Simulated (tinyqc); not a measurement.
## LED efficiency against current

ABC model of an LED: J = q da (A n + Ba n^2 + Ca n^3), IQE = Ba n^2/(A n + Ba n^2 + Ca n^3), differential lifetime 1/(A + 2 Ba n + 3 Ca n^2).

Parameters, values chosen for the exercise:
```
symbol    value    unit                                    meaning
A         2.3e6     1/s     defect coefficient of the active layer
Ba      4.1e-11  cm^3/s  radiative coefficient of the active layer
Ca      7.8e-30  cm^6/s      Auger coefficient of the active layer
da          3.9      nm              thickness of the active layer
```

Constants: q = 1.602176634e-19 C. Results are converted to the units shown.

LED efficiency against current:
```
J (A/cm^2),n (cm^-3),IQE (%),defect share (%),Auger share (%),differential lifetime (ns)
0.003,1.619e16,22.38,77.55,0.06892,275.2
0.01,4.034e16,41.70,57.98,0.3201,177.1
0.05,1.135e17,65.96,32.61,1.424,84.00
0.2,2.476e17,78.51,17.79,3.698,41.61
0.9,5.396e17,82.88,8.616,8.507,18.74
4,1.112e18,79.24,3.996,16.77,8.166
20,2.309e18,68.32,1.660,30.02,3.160
70,3.937e18,56.72,0.8082,42.48,1.454
300,7.058e18,42.54,0.3381,57.12,0.5725
```

What does the comparison show?

The IQE goes from 22.4 through a maximum of 82.9 (at J = 0.9 A/cm^2 among the rows listed) to 42.5 %. The exact peak, Q/(Q + 2) = 82.9 % with Q = Ba/sqrt(A Ca) = 9.68, lies at n = sqrt(A/Ca) = 5.43e17 cm^-3, J = 0.912 A/cm^2, where the defect and Auger shares are equal. n goes as J^(0.76) at the low end and J^(0.40) at the high end.

Program tinyqc, `OMP_NUM_THREADS=1 python tinyqc.py 2300049 2300050 out.jsonl`; Intel Xeon 2.30GHz, shared host, one thread, about 0.01 s.
